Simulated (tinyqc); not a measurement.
Inside a calculation. Model: MOSFET with velocity saturation and source resistance.

Numbers from tinyqc (`OMP_NUM_THREADS=1 python tinyqc.py 2500006 2500007 out.jsonl`; about 0.01 s on one thread of a shared Intel Xeon 2.30GHz). Printed values are rounded.

Strong inversion, charge Q = Cox (Vg - m V) at channel potential V with Vg the gate overdrive, and drift velocity v = mu E/(1 + mu E/vsat). Integrating along the channel gives I = mu Cox (1/L)(Vg Vd - m Vd^2/2)/(1 + Vd/Vc) per width, Vc = vsat L/mu, which peaks at Vdsat. Units: I in uA/um, Rs in ohm um, so the drop over Rs is 1e-6 I Rs volts.

Values chosen for this exercise: gate capacitance Cox = 1.38 uF/cm^2; mobility at low gate voltage mu0 = 310 cm^2/(V s); mobility degradation th = 0.4 1/V; saturation velocity vsat = 8.6e6 cm/s; body factor m = 1.36; threshold VT = 0.61 V; channel length L = 0.25 um; source resistance Rs = 200 ohm um; gate voltage Vgs = 1.2 V.

## Saturation without source resistance

Vg = Vgs - VT (0 if negative), mu = mu0/(1 + th Vg), Vc = vsat L/mu, x = sqrt(1 + 2 Vg/(m Vc)), Vdsat = 2 Vg/(m (1 + x)), Isat = Cox vsat Vg (x - 1)/(x + 1) per width. Long-channel limit: mu Cox Vg^2/(2 m L); short-channel limit: Cox vsat Vg.

Vg = 0.59 V
mu = 250.809 cm^2/(V s)
Vc = 0.857226 V
Vdsat = 0.358753 V
Isat = 121.167 uA/um
long-channel limit = 177.181 uA/um
short-channel limit = 700.212 uA/um

Isat is 0.684 of the long-channel and 0.173 of the short-channel limit.

## Iteration 1: saturation current with source resistance

I at the start = 0 uA/um

Vg = Vgs - I Rs - VT (0 if negative), mu = mu0/(1 + th Vg), Vc = vsat L/mu, x = sqrt(1 + 2 Vg/(m Vc)), Vdsat = 2 Vg/(m (1 + x)), Isat = Cox vsat Vg (x - 1)/(x + 1) per width. I(new) = Isat.

Vg = 0.59 V
mu = 250.809 cm^2/(V s)
Vc = 0.857226 V
Vdsat = 0.358753 V
Isat = 121.167 uA/um
I after iteration 1 = 121.167 uA/um

## Iteration 2: saturation current with source resistance

As before.

Vg = 0.565767 V
mu = 252.792 cm^2/(V s)
Vc = 0.850503 V
Vdsat = 0.345734 V
Isat = 113.421 uA/um
I after iteration 2 = 113.421 uA/um

## Course of the iteration: saturation current with source resistance

Stop when I changes by less than 1e-6 uA/um, or after 80 iterations.

Course of the iteration:
```
iteration	I (uA/um)	|change| (uA/um)
1	121.167	121
2	113.421	7.75
3	113.912	0.491
4	113.881	0.0311
5	113.883	1.97e-3
6	113.883	1.25e-4
7	113.883	7.94e-6
8	113.883	5.03e-7
```

Converged in 8 iterations. At the end each change is about 0.063 times the one before, with alternating sign: linear convergence. The resistance lowers Isat by 6.01 %.
